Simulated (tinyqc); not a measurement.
What moves the results: tunnelling through a thin dielectric with one trap, as a tight-binding chain. A value that a table varies takes the place of the one given here.

Hopping -t everywhere, t = c/(m a^2), c = hbar^2/2m0; lead sites at 2t (band bottom 0), barrier sites 1 to N at 2t + phi, and site j has U besides. No voltage. Leads give S = -t exp(ika) on sites 1 and N, cos(ka) = 1 - E/(2t). T = (2 t sin(ka))^2 |G_1N|^2, G = (E - H - S)^-1. In the barrier cosh(q a) = 1 + (phi - E)/(2t).

Resonance: the lowest eigenvalue of H + S(E), iterated until its real part equals E (40 rounds from Eb = phi + 2t - sqrt(4t^2 + U^2), the level in an endless barrier). With v the normalised squared amplitudes of that state, Gamma_L = 2 t sin(ka) v_1, Gamma_R = 2 t sin(ka) v_N; Breit-Wigner T = Gamma_L Gamma_R/((E - Er)^2 + (Gamma_L + Gamma_R)^2/4).

Constants: hbar^2/2m0 = 3.80998211 eV angstrom^2.

Values chosen for the exercise (barrier and mass of the size used for HfO2 on silicon; shifted at random, so the results belong to these values and not to a real crystal): a = 3 angstrom (site spacing); m = 0.19 m0 (mass, the same in leads and barrier); phi = 1.48 eV (conduction edge of the barrier above that of the leads); N = 9 (barrier sites); j = 7 (site of the trap); U = -2.76 eV (extra energy on the trap site); E = 0.5 eV (electron energy).

## Transmission around the level

Er = 0.68482 eV

widths (meV): left 1.4465, right 158.96

Energies Er + x (Gamma_L + Gamma_R).

T:

| x | E (eV) | chain | Breit-Wigner | no trap |
|---|---|---|---|---|
| -3.0 | 0.2036 | 7.07e-05 | 0.000966 | 3.49e-06 |
| -1.0 | 0.5244 | 0.00355 | 0.00715 | 3.54e-05 |
| -0.5 | 0.6046 | 0.0128 | 0.0179 | 5.95e-05 |
| 0.0 | 0.6848 | 0.0352 | 0.0357 | 9.97e-05 |
| 0.5 | 0.7650 | 0.0274 | 0.0179 | 0.000168 |
| 1.0 | 0.8452 | 0.0169 | 0.00715 | 0.000285 |
| 3.0 | 1.1660 | 0.0118 | 0.000966 | 0.00291 |

At Er the chain gives 0.0352, 353 times the value without trap, and Breit-Wigner 0.0357. In the wings the single pole gives 13.7 times the chain value at x = -3 and 0.0821 times at x = 3, because the widths and the level shift change with energy.

## Where a trap does most harm

The trap is moved through the barrier. The area under the resonance, 2 pi Gamma_L Gamma_R/(Gamma_L + Gamma_R), sets the current through it.

Against position:

| j | Er (eV) | Gamma_L (meV) | Gamma_R (meV) | peak | area (meV) |
|---|---|---|---|---|---|
| 3 | 0.6848 | 159 | 1.45 | 0.0357 | 9.01 |
| 4 | 0.6934 | 48.9 | 4.70 | 0.320 | 26.9 |
| 5 | 0.6942 | 15.1 | 15.1 | 1.00 | 47.4 |
| 6 | 0.6934 | 4.70 | 48.9 | 0.320 | 26.9 |
| 7 | 0.6848 | 1.45 | 159 | 0.0357 | 9.01 |

The area is largest at j = 5 (47.4 meV) and 5.26 times smaller at j = 3: the slower of the two steps limits the current, so traps in the middle carry most. Each site towards a lead multiplies its width by about 3.24, close to exp(2 q a) = 3.22 at Eb.

## Direct against trap-assisted paths

N odd, the trap in the middle, j = (N + 1)/2. Direct T is that without trap at the energy Er; area = 2 pi Gamma_L Gamma_R/(Gamma_L + Gamma_R). The exponents are the slopes of the logarithms between the last two rows, per angstrom.

Against thickness:

| N | N a (angstrom) | Er (eV) | direct T | area (meV) |
|---|---|---|---|---|
| 5 | 15.0 | 0.6586 | 0.0100 | 494 |
| 7 | 21.0 | 0.6906 | 0.00108 | 154 |
| 9 | 27.0 | 0.6942 | 0.000106 | 47.4 |
| 11 | 33.0 | 0.6945 | 1.02e-05 | 14.6 |
| 13 | 39.0 | 0.6945 | 9.82e-07 | 4.53 |
| 15 | 45.0 | 0.6945 | 9.45e-08 | 1.40 |
| 17 | 51.0 | 0.6945 | 9.09e-09 | 0.435 |

exponents (1/angstrom): direct 0.3903, through the trap 0.1952

The direct path falls as exp(-0.390 d) and the path through a central trap as exp(-0.195 d), 2.00 times more slowly, since each step crosses half the layer. From 5 to 17 sites the first loses 6.0 decades and the second 3.1: in thicker layers even few traps rule the leakage. Inelastic capture with phonons is left out.

## What each parameter does

Resonance and log10 T at E. Each row changes one parameter from the base and keeps the others.

Results:

| case | Er (eV) | Gamma_L (meV) | Gamma_R (meV) | log10 T |
|---|---|---|---|---|
| base | 0.6848 | 1.446 | 159.0 | -2.604 |
| m = 0.175 m0 | 0.7411 | 2.410 | 188.4 | -2.622 |
| phi = 1.58 eV | 0.7912 | 1.486 | 161.7 | -3.150 |
| N = 10 | 0.6935 | 1.455 | 48.83 | -3.181 |
| j = 6 | 0.6934 | 4.697 | 48.85 | -2.614 |
| U = -2.677 eV | 0.7322 | 1.725 | 165.9 | -2.786 |

The largest shifts from the base row, up to three for each result and ties (the steps differ in size, so this ranks the rows, not the parameters). Er (eV): phi +0.1064, m +0.0563, U +0.0474. Gamma_L (meV): j +3.25, m +0.964, U +0.279. Gamma_R (meV): N -110, j -110, m +29.5. log10 T: N -0.577, phi -0.546, U -0.182.

Program tinyqc; command `OMP_NUM_THREADS=1 python tinyqc.py 1452517 1452518 out.jsonl`; about 0.09 s on one thread of a shared Intel(R) Xeon(R) Processor @ 2.30GHz.
